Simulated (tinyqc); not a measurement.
# Length offset and series resistance from crossing lines

Problem. R_total = Rs + k (L - dL)/Vo with constant Rs, dL and k. Find k, dL and Rs.

R_total at (L, Vo) = (60, 0.3), (120, 0.3), (60, 0.77) and (120, 0.77), L in nm and Vo in V (ohm um): 368.8  608.8  253.55844  347.06494

Answer. At each overdrive R is a straight line in L with slope k/Vo; the two lines cross at L = dL, R = Rs.

k = 1.200 ohm um V/nm
dL = 12.80 nm
Rs = 180.0 ohm um

tinyqc, about 0.05 s, one thread, Intel Xeon 2.30GHz (shared host): `OMP_NUM_THREADS=1 python tinyqc.py 2282145 2282146 out.jsonl`
